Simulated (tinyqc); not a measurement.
# MOS capacitor on a p-type substrate, surface potential from the exact charge relation, step by step

tinyqc, about 0.01 s, one thread, Intel Xeon 2.30GHz (shared host): `OMP_NUM_THREADS=1 python tinyqc.py 2060010 2060011 out.jsonl` Printed values are rounded.

Uniform p-type substrate, Boltzmann statistics, full ionisation, classical densities. psi is the surface potential against the body (positive when the bands bend down) and u = psi/Vt. Traps are spread evenly over the gap and neutral at flat band, so their charge is -q Dit psi; the minority quasi-Fermi level is shifted by Vb.

Parameters, values chosen for the exercise; band and dielectric values close to those of silicon:

| symbol | value | unit | meaning |
|---|---|---|---|
| T | 300 | K | temperature |
| Eg | 1.1 | eV | band gap |
| eps_r | 11.8 |  | relative permittivity |
| Nc | 2.76e19 | cm^-3 | conduction-band density of states at T |
| Nv | 2.68e19 | cm^-3 | valence-band density of states at T |
| chi | 4.1 | eV | electron affinity |
| N | 2.8e16 | cm^-3 | acceptor density of the substrate |
| eox | 7.4 |  | relative permittivity of the gate insulator (close to silicon nitride) |
| tox | 5.9 | nm | insulator thickness |
| phiM | 4.39 | eV | gate work function |
| Nf | 0 | cm^-2 | fixed charge at the interface, in units of q |
| Dit | 0 | cm^-2 eV^-1 | density of interface traps |
| Vb | 0 | V | reverse bias of the inversion layer against the body |
| Vg | -1.02 | V | gate voltage against the body |

Constants: q = 1.602176634e-19 C, kB = 1.380649e-23 J/K, Vt = kB T/q, eps0 = 8.8541878128e-14 F/cm where lengths are in cm. Results are converted to the units shown.

Range of the model: At this gate voltage the surface density exceeds 0.3 of the band density of states, so degeneracy and confinement would lower the charge and capacitance.

## Flat band, threshold and scales

ni = sqrt(Nc Nv) exp(-Eg/(2 Vt)), Eg in volts; phiF = Vt ln(N/ni); Cox = eps0 eox/tox; Vfb = phiM - chi - (Eg - Vt ln(Nv/N)) - q Nf/Cox; Q0 = sqrt(2 eps0 eps_r q N Vt); r = (ni/N)^2 exp(-Vb/Vt); VT = Vfb + [(2 phiF + Vb)(1 + q Dit/Cox) + sqrt(2 eps0 eps_r q N (2 phiF + Vb))/Cox].

ni = 1.56649e10 cm^-3
phiF = 0.372173 V
Cox = 1.11053 uF/cm^2
Vfb = -0.632553 V
Q0 = 15.5672 nC/cm^2
r = 3.12998e-13
VT = 0.187011 V

## Starting value

psi = Vg - Vfb, limited to the range from -4 Vt to +(2 phiF + Vb + 4 Vt).

psi at the start = -0.103408 V

## Iteration 1: Newton step for the surface potential

u = psi/Vt; F^2 = exp(-u) + u - 1 + r (exp(u) - u - 1); Qs = -sign(u) Q0 F; Cs = -dQs/dpsi = (Q0/Vt) |1 - exp(-u) + r (exp(u) - 1)|/(2 F). f = Vfb + psi + (q Dit psi - Qs)/Cox - Vg, f' = 1 + (Cs + q Dit)/Cox, psi(new) = psi - f/f'.

u = -4
F = 7.04260
Qs = 109.634 nC/cm^2
Cs = 2.29142 uF/cm^2
f = 0.185316 V
f' = 3.06337
psi after iteration 1 = -0.163902 V

## Iteration 2: Newton step for the surface potential

As before.

u = -6.34003
F = 23.6532
Qs = 368.214 nC/cm^2
Cs = 7.20229 uF/cm^2
f = -0.108023 V
f' = 7.48548
psi after iteration 2 = -0.149471 V

## Iteration 3: Newton step for the surface potential

As before.

u = -5.78181
F = 17.8203
Qs = 277.413 nC/cm^2
Cs = 5.46310 uF/cm^2
f = -0.0118281 V
f' = 5.91938
psi after iteration 3 = -0.147473 V

## Course of the Newton iteration

Stop when the step is below 1e-10 V, or after 60 iterations.

Course of the iteration:
```
iteration  psi before the step (V)     f (V)  step (V)
1                        -0.103408     0.185   -0.0605
2                        -0.163902    -0.108    0.0144
3                        -0.149471   -0.0118   2.00e-3
4                        -0.147473  -1.85e-4   3.23e-5
5                        -0.147441  -4.72e-8   8.23e-9
6                        -0.147441   < 1e-13   < 1e-14
```

Converged in 6 iterations.

## Charges, field and capacitances at the solution

converged psi = -0.147441 V

u = psi/Vt; F^2 = exp(-u) + u - 1 + r (exp(u) - u - 1); Qs = -sign(u) Q0 F; Cs = -dQs/dpsi = (Q0/Vt) |1 - exp(-u) + r (exp(u) - 1)|/(2 F). Low frequency: 1/C_LF = 1/Cox + 1/(Cs + q Dit). High frequency, in the simple estimate in which traps and minority carriers do not follow: 1/C_HF = 1/Cox + 1/Cd, Cd being Cs with r = 0 at the same psi. Minority sheet density N_inv = (Q0/(2 q)) int_0^u r (exp(t) - 1)/F(t) dt for u > 0. Oxide field |Qs - q Dit psi + q Nf|/(eps0 eox).

Qs = 266.533 nC/cm^2
N_inv = 0 cm^-2
oxide field = 0.406790 MV/cm
Cs = 5.25527 uF/cm^2
C_LF/Cox = 0.825548
C_HF/Cox = 0.825548

The surface is in accumulation (borders at |psi| = 0, phiF + Vb and 2 phiF + Vb = 0.744 V).
